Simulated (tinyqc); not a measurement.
Schottky barrier on an n-type semiconductor, non-linear Poisson equation by Newton steps: one step of the calculation.

One dimension, metal at x = 0, donor density C(x) = Nd, uniform. Energies are counted from the electron Fermi level of the semiconductor and the conduction-band edge is Ec = -psi, so n = Nc exp(psi/Vt); holes follow the Fermi level of the metal, at -V, so p = Nv exp((V - psi - Eg)/Vt). Ends: psi(0) = V - phiB and psi = Vt ln(Nd/Nc) deep inside. Boltzmann statistics, full ionisation, no current, no image force in the Poisson equation.

Question. Newton step. Solve the tridiagonal system a_(i-1) d_(i-1) + b_i d_i + a_i d_(i+1) = -F_i for nodes 1 to 13, with d = 0 on fixed nodes. If the largest |d| exceeds 4 Vt, the whole step is scaled down so that it equals 4 Vt.

Values chosen for this exercise:
- T = 300 K (temperature)

Constants: q = 1.602176634e-19 C, kB = 1.380649e-23 J/K, Vt = kB T/q. Results are converted to the units shown.

```
interval,coupling a_i (F/cm^2)
0,6.6065863e-7
1,5.8825768e-7
2,5.2369282e-7
3,4.6424660e-7
4,4.1490639e-7
5,3.7669132e-7
6,3.1809490e-7
7,2.9615732e-7
8,2.6025946e-7
9,2.3212330e-7
10,2.0448958e-7
11,1.8273537e-7
12,1.6516466e-7
13,1.4556885e-7
```

```
node,diagonal b (F/cm^2),residual F (C/cm^2)
1,-1.2489163e-6,~0
2,-1.1119505e-6,~0
3,-9.8793942e-7,-9.5125770e-20
4,-8.7915304e-7,-4.5491742e-17
5,-7.9160525e-7,-1.3978768e-14
6,-6.9545911e-7,-2.1569078e-12
7,-6.4215405e-7,-1.5066298e-10
8,-8.0227449e-7,-1.5833912e-9
9,-1.0555639e-6,-3.6612473e-10
10,-1.1885824e-6,-1.6710703e-11
11,-1.2638360e-6,-5.1428503e-13
12,-1.3286635e-6,-1.1148567e-14
13,-1.4112880e-6,-1.7122032e-16
```

```
node,psi after iteration 1 (V)
0,-1.1200000
1,-0.9874272
2,-0.8505652
3,-0.7120044
4,-0.5749721
5,-0.4458636
6,-0.3332596
7,-0.2399979
8,-0.1863737
9,-0.1680837
10,-0.1637369
11,-0.1628533
12,-0.1627038
13,-0.1626824
14,-0.1626795
```

Give: Newton step d, before damping; psi after iteration 2.

Answer.

```
node,"Newton step d, before damping (1e-3 V)"
1,-0.300
2,-0.638
3,-1.017
4,-1.444
5,-1.923
6,-2.450
7,-3.072
8,-3.521
9,-1.275
10,-0.271
11,-0.045
12,-0.006
13,-0.001
```

```
node,psi after iteration 2 (V)
0,-1.120
1,-0.988
2,-0.851
3,-0.713
4,-0.576
5,-0.448
6,-0.336
7,-0.243
8,-0.190
9,-0.169
10,-0.164
11,-0.163
12,-0.163
13,-0.163
14,-0.163
```

tinyqc, about 0.05 s, one thread, Intel Xeon 2.30GHz (shared host): `OMP_NUM_THREADS=1 python tinyqc.py 2020008 2020009 out.jsonl`

~0 in a residual or rate marks an entry under 1e-11 of the largest of its column.
